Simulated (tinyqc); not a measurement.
Pillar capacitor in an array: capacitance, non-linearity, leakage and relaxation: one step of the calculation.

A film between two metal electrodes, each interface adding a series capacitance ci. The small-signal permittivity is ek (1 + aq E^2); the field is found with the linear permittivity. Leakage J = J0 sinh(E/Ef). After a voltage step the film passes a relaxation current kr C V tt^(-nr), tt being the time in seconds. The sidewall is a coaxial capacitor with radii a = dm/2 and b = dm/2 + t, depth AR dm; the end face is left out.

Task. Planar capacitance, field and non-linearity. Planar film: Cf = eps0 ek/t, 1/C = 1/Cf + 2/ci, EOT = 3.9 eps0/C, effective permittivity C t/eps0, E = (V/t) C/Cf; quadratic coefficient [C(V)/C - 1]/V^2 with Cf (1 + aq E^2) in C(V).

Inputs (values chosen for the exercise); permittivity of the order of that of hafnium oxide: relative permittivity of the film ek = 21.5; film thickness t = 8.6 nm; capacitance of each electrode interface (dead layer and screening) ci = 130 uF/cm^2; quadratic field coefficient of the permittivity aq = 0.0043 cm^2/MV^2; bias V = 1.9 V; leakage prefactor J0 = 1.1e-11 A/cm^2; field for an e-fold rise of the leakage Ef = 0.43 MV/cm.

Constants: eps0 = 8.8541878128e-14 F/cm where lengths are in cm. Results are converted to the units shown.

Find: Cf; C; EOT; effective permittivity; E; quadratic coefficient; J.

Result.

Cf = 2.214 uF/cm^2
C = 2.141 uF/cm^2
EOT = 1.613 nm
effective permittivity = 20.79
E = 2.137 MV/cm
quadratic coefficient = 5255 ppm/V^2
J = 7.911e-10 A/cm^2

The interfaces take 3.29 % of the voltage.

Program tinyqc, `OMP_NUM_THREADS=1 python tinyqc.py 2102201 2102202 out.jsonl`; Intel Xeon 2.30GHz, shared host, one thread, about 0.01 s.
